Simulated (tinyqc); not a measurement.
Fermi level and growth conditions: formation energy of a charged point defect from supercell energies. Computed by tinyqc, a small Python program. Command: `OMP_NUM_THREADS=1 python tinyqc.py 3019493 3019494 out.jsonl formation walk`. One thread of a shared host (Intel(R) Xeon(R) Processor @ 2.30GHz), about 0.01 s of CPU time with the checks.

The host is a compound AB. Making the defect adds n_A = 1, n_B = -1 atoms to the cell. All total energies are inputs. E_F is counted from the valence-band maximum (VBM); x = 0 is A-rich and x = 1 B-rich growth.

Inputs (values chosen for the exercise, with gap and screening modelled on CdS):

| quantity | value | unit |
|---|---|---|
| gap E_g | 2.55 | eV |
| E_VBM of the host cell | 2.846 | eV |
| potential alignment dV | 0.011 | eV |
| dielectric constant eps | 8.71 | - |
| cell length L | 19.5 | angstrom |
| mu_A of the pure element | -3.984 | eV |
| mu_B of the pure element | -5.036 | eV |
| formation enthalpy dH of AB | -1.89 | eV |
| growth condition x | 0.82 | - |

Defect: A on a B site. Supercell lattice: sc.

charge states q: 1  0  -1  -2

E(defect, q) - E(host), in the order of q (eV): -1.259  3.351  8.4  12.573

Constants: e^2/(4 pi eps_0) = 14.39964548 eV angstrom.

Method:
- dmu_A = x dH and dmu_B = (1 - x) dH, so that dmu_A + dmu_B = dH; mu = mu(element) + dmu.
- The reservoir term is sum n_i mu_i.
- Image-charge correction of a point charge in a neutralising background: E_corr = q^2 alpha e^2/(4 pi eps_0) / (2 eps L), alpha = 2.837297 for a sc array with L the cube root of the volume.
- E_f(q, E_F) = [E(defect, q) - E(host)] - sum n_i mu_i + q (E_VBM + dV + E_F) + E_corr(q).
- Each entry is the lowest E_f over q.

E_f(q, 0) (eV): (q=+1) 1.87587, (q=0) 3.50860, (q=-1) 5.82087, (q=-2) 7.49770

sum n_i mu_i = -0.1576 eV

Lowest formation energy (eV):

| E_F (eV) | stable q | A-rich, x = 0 | x = 0.5 | B-rich, x = 1 |
|---|---|---|---|---|
| 0.000 | +1 | -1.2237 | 0.6663 | 2.5563 |
| 0.319 | +1 | -0.9047 | 0.9853 | 2.8753 |
| 0.638 | +1 | -0.5857 | 1.3043 | 3.1943 |
| 0.956 | +1 | -0.2677 | 1.6223 | 3.5123 |
| 1.275 | +1 | 0.0513 | 1.9413 | 3.8313 |
| 1.594 | +1 | 0.3703 | 2.2603 | 4.1503 |
| 1.912 | 0 | 0.4090 | 2.2990 | 4.1890 |
| 2.231 | -2 | -0.0639 | 1.8261 | 3.7161 |
| 2.550 | -2 | -0.7019 | 1.1881 | 3.0781 |

Going from A-rich to B-rich growth shifts every line by +3.780 eV and moves no transition level. The slope of the envelope is the stable charge, so E_f is highest at E_F = 1.91 eV of those listed, and it falls on both sides: the defect is amphoteric and compensates either doping. Under A-rich growth E_f turns negative for part of the gap, so in equilibrium E_F cannot enter that part.

Extremes, crossings and ranges named in words are read from the listed rows.
